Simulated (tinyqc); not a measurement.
Inside a calculation (part 1 of 3). Method: UHF in the 6-31g basis, for H4, spin multiplicity 3. Computed by tinyqc, a small Python program that keeps every step (integrals from PySCF). Settings: charge = 0, multiplicity = 3, basis = 6-31g, energy threshold = 1e-09, iteration cap = 78, orthogonalisation = canonical, start = random, DIIS depth = 0, method = UHF. Command: `OMP_NUM_THREADS=1 python tinyqc.py 20087 20088 out.jsonl` (the two numbers bound the seeds that draw the settings). One thread of a shared host (Intel(R) Xeon(R) Processor @ 2.60GHz), about 0.2 s of CPU time with the checks. Later iterations appear only in the table of the cycle.

## One-electron integrals

Geometry (angstrom):
```
atom         x         y         z
H     0.000000  0.000000  0.000000
H     0.000000  0.000000  1.400000
H     0.000000  2.139000  0.000000
H     0.000000  2.139000  1.400000
```

Basis 6-31g: exponents (1/bohr^2) and contraction coefficients of normalised primitives:
```
element  l (shell)   exponent  coefficient
H            s (1)  18.731137     0.033495
H            s (1)   2.825394     0.234727
H            s (1)   0.640122     0.813757
H            s (2)   0.161278     1.000000
```

Overlap, kinetic and nuclear-attraction integrals over the contracted functions; the nuclear repulsion is the sum of Za Zb / Rab.

nuclear repulsion = 1.66475425 hartree

overlap S:
```
          1H 1s     1H 2s     2H 1s     2H 2s     3H 1s     3H 2s     4H 1s     4H 2s
1H 1s  1.000000  0.658292  0.077409  0.262554  0.003599  0.077303  0.000379  0.030995
1H 2s  0.658292  1.000000  0.262554  0.568693  0.077303  0.267793  0.030995  0.152292
2H 1s  0.077409  0.262554  1.000000  0.658292  0.000379  0.030995  0.003599  0.077303
2H 2s  0.262554  0.568693  0.658292  1.000000  0.030995  0.152292  0.077303  0.267793
3H 1s  0.003599  0.077303  0.000379  0.030995  1.000000  0.658292  0.077409  0.262554
3H 2s  0.077303  0.267793  0.030995  0.152292  0.658292  1.000000  0.262554  0.568693
4H 1s  0.000379  0.030995  0.003599  0.077303  0.077409  0.262554  1.000000  0.658292
4H 2s  0.030995  0.152292  0.077303  0.267793  0.262554  0.568693  0.658292  1.000000
```

kinetic energy T (hartree):
```
           1H 1s      1H 2s      2H 1s      2H 2s      3H 1s      3H 2s      4H 1s      4H 2s
1H 1s   1.395678   0.259735  -0.049212   0.039900  -0.008853  -0.012952  -0.001458  -0.012538
1H 2s   0.259735   0.241917   0.039900   0.085810  -0.012952   0.007880  -0.012538  -0.009381
2H 1s  -0.049212   0.039900   1.395678   0.259735  -0.001458  -0.012538  -0.008853  -0.012952
2H 2s   0.039900   0.085810   0.259735   0.241917  -0.012538  -0.009381  -0.012952   0.007880
3H 1s  -0.008853  -0.012952  -0.001458  -0.012538   1.395678   0.259735  -0.049212   0.039900
3H 2s  -0.012952   0.007880  -0.012538  -0.009381   0.259735   0.241917   0.039900   0.085810
4H 1s  -0.001458  -0.012538  -0.008853  -0.012952  -0.049212   0.039900   1.395678   0.259735
4H 2s  -0.012538  -0.009381  -0.012952   0.007880   0.039900   0.085810   0.259735   0.241917
```

nuclear attraction V (hartree):
```
           1H 1s      1H 2s      2H 1s      2H 2s      3H 1s      3H 2s      4H 1s      4H 2s
1H 1s  -2.485602  -1.290080  -0.154302  -0.516993  -0.005752  -0.142958  -0.000628  -0.058115
1H 2s  -1.290080  -1.460221  -0.516993  -0.879432  -0.142958  -0.396969  -0.058115  -0.238987
2H 1s  -0.154302  -0.516993  -2.485602  -1.290080  -0.000628  -0.058115  -0.005752  -0.142958
2H 2s  -0.516993  -0.879432  -1.290080  -1.460221  -0.058115  -0.238987  -0.142958  -0.396969
3H 1s  -0.005752  -0.142958  -0.000628  -0.058115  -2.485602  -1.290080  -0.154302  -0.516993
3H 2s  -0.142958  -0.396969  -0.058115  -0.238987  -1.290080  -1.460221  -0.516993  -0.879432
4H 1s  -0.000628  -0.058115  -0.005752  -0.142958  -0.154302  -0.516993  -2.485602  -1.290080
4H 2s  -0.058115  -0.238987  -0.142958  -0.396969  -0.516993  -0.879432  -1.290080  -1.460221
```

core Hamiltonian H = T + V (hartree):
```
           1H 1s      1H 2s      2H 1s      2H 2s      3H 1s      3H 2s      4H 1s      4H 2s
1H 1s  -1.089924  -1.030345  -0.203514  -0.477093  -0.014605  -0.155910  -0.002086  -0.070654
1H 2s  -1.030345  -1.218304  -0.477093  -0.793622  -0.155910  -0.389089  -0.070654  -0.248368
2H 1s  -0.203514  -0.477093  -1.089924  -1.030345  -0.002086  -0.070654  -0.014605  -0.155910
2H 2s  -0.477093  -0.793622  -1.030345  -1.218304  -0.070654  -0.248368  -0.155910  -0.389089
3H 1s  -0.014605  -0.155910  -0.002086  -0.070654  -1.089924  -1.030345  -0.203514  -0.477093
3H 2s  -0.155910  -0.389089  -0.070654  -0.248368  -1.030345  -1.218304  -0.477093  -0.793622
4H 1s  -0.002086  -0.070654  -0.014605  -0.155910  -0.203514  -0.477093  -1.089924  -1.030345
4H 2s  -0.070654  -0.248368  -0.155910  -0.389089  -0.477093  -0.793622  -1.030345  -1.218304
```

## Two-electron integrals

Functions are numbered as in S; the eight-fold symmetry (ij|kl) = (ji|kl) = (kl|ij) leaves the list below.

Two-electron integrals (ij|kl) in chemists' order, unique and non-zero (hartree):
```
(11|11) 1.076566   (21|11) 0.578470   (21|21) 0.329423   (22|11) 0.587396
(22|21) 0.361304   (22|22) 0.453150   (31|11) 0.052867   (31|21) 0.032020
(31|22) 0.038564   (31|31) 0.005405   (32|11) 0.119123   (32|21) 0.076539
(32|22) 0.104760   (32|31) 0.014725   (32|32) 0.051573   (33|11) 0.377484
(33|21) 0.247383   (33|22) 0.358330   (33|31) 0.052867   (33|32) 0.218916
(33|33) 1.076566   (41|11) 0.218916   (41|21) 0.126173   (41|22) 0.141054
(41|31) 0.014725   (41|32) 0.036207   (41|33) 0.119123   (41|41) 0.051573
(42|11) 0.287859   (42|21) 0.180229   (42|22) 0.235383   (42|31) 0.025214
(42|32) 0.077371   (42|33) 0.287859   (42|41) 0.077371   (42|42) 0.146554
(43|11) 0.247383   (43|21) 0.161399   (43|22) 0.231544   (43|31) 0.032020
(43|32) 0.126173   (43|33) 0.578470   (43|41) 0.076539   (43|42) 0.180229
(43|43) 0.329423   (44|11) 0.358330   (44|21) 0.231544   (44|22) 0.327729
(44|31) 0.038564   (44|32) 0.141054   (44|33) 0.587396   (44|41) 0.104760
(44|42) 0.235383   (44|43) 0.361304   (44|44) 0.453150   (51|11) 0.001760
(51|21) 0.001128   (51|22) 0.001520   (51|31) 0.000115   (51|32) 0.000319
(51|33) 0.001081   (51|41) 0.000439   (51|42) 0.000777   (51|43) 0.000711
(51|44) 0.001063   (51|51) 0.000012   (52|11) 0.023626   (52|21) 0.015516
(52|22) 0.023012   (52|31) 0.001693   (52|32) 0.005181   (52|33) 0.018368
(52|41) 0.006117   (52|42) 0.012252   (52|43) 0.012090   (52|44) 0.018289
(52|51) 0.000175   (52|52) 0.004399   (53|11) 0.000156   (53|21) 0.000102
(53|22) 0.000144   (53|31) 0.000014   (53|32) 0.000044   (53|33) 0.000156
(53|41) 0.000044   (53|42) 0.000091   (53|43) 0.000102   (53|44) 0.000144
(53|51) 8.90e-07   (53|52) 0.000015   (53|53) 1.29e-07   (54|11) 0.009371
(54|21) 0.006156   (54|22) 0.009143   (54|31) 0.000711   (54|32) 0.002225
(54|33) 0.007947   (54|41) 0.002483   (54|42) 0.005122   (54|43) 0.005229
(54|44) 0.007881   (54|51) 0.000068   (54|52) 0.001697   (54|53) 0.000007
(54|54) 0.000701   (55|11) 0.247394   (55|21) 0.162852   (55|22) 0.246635
(55|31) 0.018178   (55|32) 0.057334   (55|33) 0.206999   (55|41) 0.064446
(55|42) 0.133466   (55|43) 0.136265   (55|44) 0.206913   (55|51) 0.001760
(55|52) 0.060226   (55|53) 0.000156   (55|54) 0.022993   (55|55) 1.076566
(61|11) 0.060226   (61|21) 0.035236   (61|22) 0.040364   (61|31) 0.003461
(61|32) 0.008555   (61|33) 0.027908   (61|41) 0.013544   (61|42) 0.020252
(61|43) 0.018241   (61|44) 0.026369   (61|51) 0.000175   (61|52) 0.002333
(61|53) 0.000015   (61|54) 0.000920   (61|55) 0.023626   (61|61) 0.004399
(62|11) 0.114306   (62|21) 0.072826   (62|22) 0.099239   (62|31) 0.007869
(62|32) 0.022774   (62|33) 0.079262   (62|41) 0.028585   (62|42) 0.052323
(62|43) 0.051760   (62|44) 0.075719   (62|51) 0.000551   (62|52) 0.010024
(62|53) 0.000050   (62|54) 0.003948   (62|55) 0.114306   (62|61) 0.010024
(62|62) 0.032497   (63|11) 0.013349   (63|21) 0.008620   (63|22) 0.011960
(63|31) 0.001584   (63|32) 0.005558   (63|33) 0.022993   (63|41) 0.004030
(63|42) 0.008725   (63|43) 0.013593   (63|44) 0.015845   (63|51) 0.000044
(63|52) 0.000727   (63|53) 0.000007   (63|54) 0.000321   (63|55) 0.007947
(63|61) 0.001059   (63|62) 0.003044   (63|63) 0.000701   (64|11) 0.058261
(64|21) 0.037467   (64|22) 0.052323   (64|31) 0.004968   (64|32) 0.015825
(64|33) 0.058261   (64|41) 0.015825   (64|42) 0.032095   (64|43) 0.037467
(64|44) 0.052323   (64|51) 0.000272   (64|52) 0.005074   (64|53) 0.000033
(64|54) 0.002183   (64|55) 0.058261   (64|61) 0.005074   (64|62) 0.016880
(64|63) 0.002183   (64|64) 0.010510   (65|11) 0.162852   (65|21) 0.107183
(65|22) 0.161937   (65|31) 0.011966   (65|32) 0.037741   (65|33) 0.136265
(65|41) 0.042417   (65|42) 0.087705   (65|43) 0.089701   (65|44) 0.136135
(65|51) 0.001128   (65|52) 0.035236   (65|53) 0.000102   (65|54) 0.013593
(65|55) 0.578470   (65|61) 0.015516   (65|62) 0.072826   (65|63) 0.005229
(65|64) 0.037467   (65|65) 0.329423   (66|11) 0.246635   (66|21) 0.161937
(66|22) 0.242028   (66|31) 0.018139   (66|32) 0.057230   (66|33) 0.206913
(66|41) 0.064105   (66|42) 0.131612   (66|43) 0.136135   (66|44) 0.205741
(66|51) 0.001520   (66|52) 0.040364   (66|53) 0.000144   (66|54) 0.015845
(66|55) 0.587396   (66|61) 0.023012   (66|62) 0.099239   (66|63) 0.007881
(66|64) 0.052323   (66|65) 0.361304   (66|66) 0.453150   (71|11) 0.000156
(71|21) 0.000102   (71|22) 0.000144   (71|31) 0.000014   (71|32) 0.000044
(71|33) 0.000156   (71|41) 0.000044   (71|42) 0.000091   (71|43) 0.000102
(71|44) 0.000144   (71|51) 8.90e-07   (71|52) 0.000015   (71|53) 1.29e-07
(71|54) 0.000007   (71|55) 0.000156   (71|61) 0.000015   (71|62) 0.000050
(71|63) 0.000007   (71|64) 0.000033   (71|65) 0.000102   (71|66) 0.000144
(71|71) 1.29e-07   (72|11) 0.007947   (72|21) 0.005229   (72|22) 0.007881
(72|31) 0.000711   (72|32) 0.002483   (72|33) 0.009371   (72|41) 0.002225
(72|42) 0.005122   (72|43) 0.006156   (72|44) 0.009143   (72|51) 0.000044
(72|52) 0.001059   (72|53) 0.000007   (72|54) 0.000505   (72|55) 0.013349
(72|61) 0.000727   (72|62) 0.003044   (72|63) 0.000376   (72|64) 0.002183
(72|65) 0.008620   (72|66) 0.011960   (72|71) 0.000007   (72|72) 0.000701
(73|11) 0.001081   (73|21) 0.000711   (73|22) 0.001063   (73|31) 0.000115
(73|32) 0.000439   (73|33) 0.001760   (73|41) 0.000319   (73|42) 0.000777
(73|43) 0.001128   (73|44) 0.001520   (73|51) 4.87e-06   (73|52) 0.000095
(73|53) 8.90e-07   (73|54) 0.000044   (73|55) 0.001081   (73|61) 0.000095
(73|62) 0.000343   (73|63) 0.000068   (73|64) 0.000272   (73|65) 0.000711
(73|66) 0.001063   (73|71) 8.90e-07   (73|72) 0.000068   (73|73) 0.000012
(74|11) 0.018368   (74|21) 0.012090   (74|22) 0.018289   (74|31) 0.001693
(74|32) 0.006117   (74|33) 0.023626   (74|41) 0.005181   (74|42) 0.012252
(74|43) 0.015516   (74|44) 0.023012   (74|51) 0.000095   (74|52) 0.002216
(74|53) 0.000015   (74|54) 0.001059   (74|55) 0.027908   (74|61) 0.001638
(74|62) 0.006741   (74|63) 0.000920   (74|64) 0.005074   (74|65) 0.018241
(74|66) 0.026369   (74|71) 0.000015   (74|72) 0.001697   (74|73) 0.000175
(74|74) 0.004399   (75|11) 0.018178   (75|21) 0.011966   (75|22) 0.018139
(75|31) 0.001477   (75|32) 0.004916   (75|33) 0.018178   (75|41) 0.004916
(75|42) 0.010832   (75|43) 0.011966   (75|44) 0.018139   (75|51) 0.000115
(75|52) 0.003461   (75|53) 0.000014   (75|54) 0.001584   (75|55) 0.052867
(75|61) 0.001693   (75|62) 0.007869   (75|63) 0.000711   (75|64) 0.004968
(75|65) 0.032020   (75|66) 0.038564   (75|71) 0.000014   (75|72) 0.001584
(75|73) 0.000115   (75|74) 0.003461   (75|75) 0.005405   (76|11) 0.057334
(76|21) 0.037741   (76|22) 0.057230   (76|31) 0.004916   (76|32) 0.017036
(76|33) 0.064446   (76|41) 0.015773   (76|42) 0.036000   (76|43) 0.042417
(76|44) 0.064105   (76|51) 0.000319   (76|52) 0.008555   (76|53) 0.000044
(76|54) 0.004030   (76|55) 0.119123   (76|61) 0.005181   (76|62) 0.022774
(76|63) 0.002483   (76|64) 0.015825   (76|65) 0.076539   (76|66) 0.104760
(76|71) 0.000044   (76|72) 0.005558   (76|73) 0.000439   (76|74) 0.013544
(76|75) 0.014725   (76|76) 0.051573   (77|11) 0.206999   (77|21) 0.136265
(77|22) 0.206913   (77|31) 0.018178   (77|32) 0.064446   (77|33) 0.247394
(77|41) 0.057334   (77|42) 0.133466   (77|43) 0.162852   (77|44) 0.246635
(77|51) 0.001081   (77|52) 0.027908   (77|53) 0.000156   (77|54) 0.013349
(77|55) 0.377484   (77|61) 0.018368   (77|62) 0.079262   (77|63) 0.009371
(77|64) 0.058261   (77|65) 0.247383   (77|66) 0.358330   (77|71) 0.000156
(77|72) 0.022993   (77|73) 0.001760   (77|74) 0.060226   (77|75) 0.052867
(77|76) 0.218916   (77|77) 1.076566   (81|11) 0.022993   (81|21) 0.013593
(81|22) 0.015845   (81|31) 0.001584   (81|32) 0.004030   (81|33) 0.013349
(81|41) 0.005558   (81|42) 0.008725   (81|43) 0.008620   (81|44) 0.011960
(81|51) 0.000068   (81|52) 0.000920   (81|53) 0.000007   (81|54) 0.000376
(81|55) 0.009371   (81|61) 0.001697   (81|62) 0.003948   (81|63) 0.000505
(81|64) 0.002183   (81|65) 0.006156   (81|66) 0.009143   (81|71) 0.000007
(81|72) 0.000321   (81|73) 0.000044   (81|74) 0.000727   (81|75) 0.000711
(81|76) 0.002225   (81|77) 0.007947   (81|81) 0.000701   (82|11) 0.058261
(82|21) 0.037467   (82|22) 0.052323   (82|31) 0.004968   (82|32) 0.015825
(82|33) 0.058261   (82|41) 0.015825   (82|42) 0.032095   (82|43) 0.037467
(82|44) 0.052323   (82|51) 0.000272   (82|52) 0.005074   (82|53) 0.000033
(82|54) 0.002183   (82|55) 0.058261   (82|61) 0.005074   (82|62) 0.016880
(82|63) 0.002183   (82|64) 0.010510   (82|65) 0.037467   (82|66) 0.052323
(82|71) 0.000033   (82|72) 0.002183   (82|73) 0.000272   (82|74) 0.005074
(82|75) 0.004968   (82|76) 0.015825   (82|77) 0.058261   (82|81) 0.002183
(82|82) 0.010510   (83|11) 0.027908   (83|21) 0.018241   (83|22) 0.026369
(83|31) 0.003461   (83|32) 0.013544   (83|33) 0.060226   (83|41) 0.008555
(83|42) 0.020252   (83|43) 0.035236   (83|44) 0.040364   (83|51) 0.000095
(83|52) 0.001638   (83|53) 0.000015   (83|54) 0.000727   (83|55) 0.018368
(83|61) 0.002216   (83|62) 0.006741   (83|63) 0.001697   (83|64) 0.005074
(83|65) 0.012090   (83|66) 0.018289   (83|71) 0.000015   (83|72) 0.000920
(83|73) 0.000175   (83|74) 0.002333   (83|75) 0.001693   (83|76) 0.006117
(83|77) 0.023626   (83|81) 0.001059   (83|82) 0.005074   (83|83) 0.004399
(84|11) 0.079262   (84|21) 0.051760   (84|22) 0.075719   (84|31) 0.007869
(84|32) 0.028585   (84|33) 0.114306   (84|41) 0.022774   (84|42) 0.052323
(84|43) 0.072826   (84|44) 0.099239   (84|51) 0.000343   (84|52) 0.006741
(84|53) 0.000050   (84|54) 0.003044   (84|55) 0.079262   (84|61) 0.006741
(84|62) 0.023502   (84|63) 0.003948   (84|64) 0.016880   (84|65) 0.051760
(84|66) 0.075719   (84|71) 0.000050   (84|72) 0.003948   (84|73) 0.000551
(84|74) 0.010024   (84|75) 0.007869   (84|76) 0.028585   (84|77) 0.114306
(84|81) 0.003044   (84|82) 0.016880   (84|83) 0.010024   (84|84) 0.032497
(85|11) 0.064446   (85|21) 0.042417   (85|22) 0.064105   (85|31) 0.004916
(85|32) 0.015773   (85|33) 0.057334   (85|41) 0.017036   (85|42) 0.036000
(85|43) 0.037741   (85|44) 0.057230   (85|51) 0.000439   (85|52) 0.013544
(85|53) 0.000044   (85|54) 0.005558   (85|55) 0.218916   (85|61) 0.006117
(85|62) 0.028585   (85|63) 0.002225   (85|64) 0.015825   (85|65) 0.126173
(85|66) 0.141054   (85|71) 0.000044   (85|72) 0.004030   (85|73) 0.000319
(85|74) 0.008555   (85|75) 0.014725   (85|76) 0.036207   (85|77) 0.119123
(85|81) 0.002483   (85|82) 0.015825   (85|83) 0.005181   (85|84) 0.022774
(85|85) 0.051573   (86|11) 0.133466   (86|21) 0.087705   (86|22) 0.131612
(86|31) 0.010832   (86|32) 0.036000   (86|33) 0.133466   (86|41) 0.036000
(86|42) 0.078275   (86|43) 0.087705   (86|44) 0.131612   (86|51) 0.000777
(86|52) 0.020252   (86|53) 0.000091   (86|54) 0.008725   (86|55) 0.287859
(86|61) 0.012252   (86|62) 0.052323   (86|63) 0.005122   (86|64) 0.032095
(86|65) 0.180229   (86|66) 0.235383   (86|71) 0.000091   (86|72) 0.008725
(86|73) 0.000777   (86|74) 0.020252   (86|75) 0.025214   (86|76) 0.077371
(86|77) 0.287859   (86|81) 0.005122   (86|82) 0.032095   (86|83) 0.012252
(86|84) 0.052323   (86|85) 0.077371   (86|86) 0.146554   (87|11) 0.136265
(87|21) 0.089701   (87|22) 0.136135   (87|31) 0.011966   (87|32) 0.042417
(87|33) 0.162852   (87|41) 0.037741   (87|42) 0.087705   (87|43) 0.107183
(87|44) 0.161937   (87|51) 0.000711   (87|52) 0.018241   (87|53) 0.000102
(87|54) 0.008620   (87|55) 0.247383   (87|61) 0.012090   (87|62) 0.051760
(87|63) 0.006156   (87|64) 0.037467   (87|65) 0.161399   (87|66) 0.231544
(87|71) 0.000102   (87|72) 0.013593   (87|73) 0.001128   (87|74) 0.035236
(87|75) 0.032020   (87|76) 0.126173   (87|77) 0.578470   (87|81) 0.005229
(87|82) 0.037467   (87|83) 0.015516   (87|84) 0.072826   (87|85) 0.076539
(87|86) 0.180229   (87|87) 0.329423   (88|11) 0.206913   (88|21) 0.136135
(88|22) 0.205741   (88|31) 0.018139   (88|32) 0.064105   (88|33) 0.246635
(88|41) 0.057230   (88|42) 0.131612   (88|43) 0.161937   (88|44) 0.242028
(88|51) 0.001063   (88|52) 0.026369   (88|53) 0.000144   (88|54) 0.011960
(88|55) 0.358330   (88|61) 0.018289   (88|62) 0.075719   (88|63) 0.009143
(88|64) 0.052323   (88|65) 0.231544   (88|66) 0.327729   (88|71) 0.000144
(88|72) 0.015845   (88|73) 0.001520   (88|74) 0.040364   (88|75) 0.038564
(88|76) 0.141054   (88|77) 0.587396   (88|81) 0.007881   (88|82) 0.052323
(88|83) 0.023012   (88|84) 0.099239   (88|85) 0.104760   (88|86) 0.235383
(88|87) 0.361304   (88|88) 0.453150
```

## Orthogonalisation

S = U s U^T; canonical form X = U s^(-1/2), so that X^T S X = 1. Each column of U has its largest component positive (the first on a tie).

eigenvalues of S: 0.155881  0.255357  0.297602  0.410370  1.079296  1.217263  1.924436  2.659795

X:
```
               1          2          3          4          5          6          7         8
1H 1s  -0.527027  -0.544644   0.662898   0.653817   0.437626   0.378352   0.248903  0.167447
1H 2s   1.151534   0.826065  -0.632941  -0.426298   0.200290   0.249456   0.260683  0.256815
2H 1s   0.527027   0.544644   0.662898   0.653817  -0.437626  -0.378352   0.248903  0.167447
2H 2s  -1.151534  -0.826065  -0.632941  -0.426298  -0.200290  -0.249456   0.260683  0.256815
3H 1s   0.527027  -0.544644  -0.662898   0.653817  -0.437626   0.378352  -0.248903  0.167447
3H 2s  -1.151534   0.826065   0.632941  -0.426298  -0.200290   0.249456  -0.260683  0.256815
4H 1s  -0.527027   0.544644  -0.662898   0.653817   0.437626  -0.378352  -0.248903  0.167447
4H 2s   1.151534  -0.826065   0.632941  -0.426298   0.200290  -0.249456  -0.260683  0.256815
```

## Starting guess

The start is random orthonormal orbitals; D(s) = C_occ C_occ^T for each spin.

D(alpha) at the start:
```
           1H 1s      1H 2s      2H 1s      2H 2s      3H 1s      3H 2s      4H 1s      4H 2s
1H 1s   0.179386  -0.329452   0.369077   0.011517  -0.151796   0.301815  -0.148459  -0.077367
1H 2s  -0.329452   1.377763  -0.454548  -0.421922   0.652746  -0.537618   0.325081  -0.450740
2H 1s   0.369077  -0.454548   1.116171  -0.551937  -0.299088   0.519720   0.022393  -0.614150
2H 2s   0.011517  -0.421922  -0.551937   0.931975  -0.054513   0.177584  -0.528628   0.748760
3H 1s  -0.151796   0.652746  -0.299088  -0.054513   0.340206  -0.212908   0.049546  -0.129404
3H 2s   0.301815  -0.537618   0.519720   0.177584  -0.212908   0.546649  -0.362114  -0.040031
4H 1s  -0.148459   0.325081   0.022393  -0.528628   0.049546  -0.362114   0.460922  -0.279654
4H 2s  -0.077367  -0.450740  -0.614150   0.748760  -0.129404  -0.040031  -0.279654   0.763486
```

D(beta) at the start:
```
           1H 1s      1H 2s      2H 1s      2H 2s      3H 1s      3H 2s      4H 1s      4H 2s
1H 1s   0.024310   0.044019   0.019343   0.044131   0.040605   0.063242  -0.074322  -0.023878
1H 2s   0.044019   0.079710   0.035026   0.079912   0.073527   0.114517  -0.134582  -0.043237
2H 1s   0.019343   0.035026   0.015391   0.035115   0.032309   0.050321  -0.059137  -0.018999
2H 2s   0.044131   0.079912   0.035115   0.080114   0.073713   0.114807  -0.134923  -0.043347
3H 1s   0.040605   0.073527   0.032309   0.073713   0.067823   0.105634  -0.124142  -0.039884
3H 2s   0.063242   0.114517   0.050321   0.114807   0.105634   0.164524  -0.193350  -0.062118
4H 1s  -0.074322  -0.134582  -0.059137  -0.134923  -0.124142  -0.193350   0.227227   0.073002
4H 2s  -0.023878  -0.043237  -0.018999  -0.043347  -0.039884  -0.062118   0.073002   0.023454
```
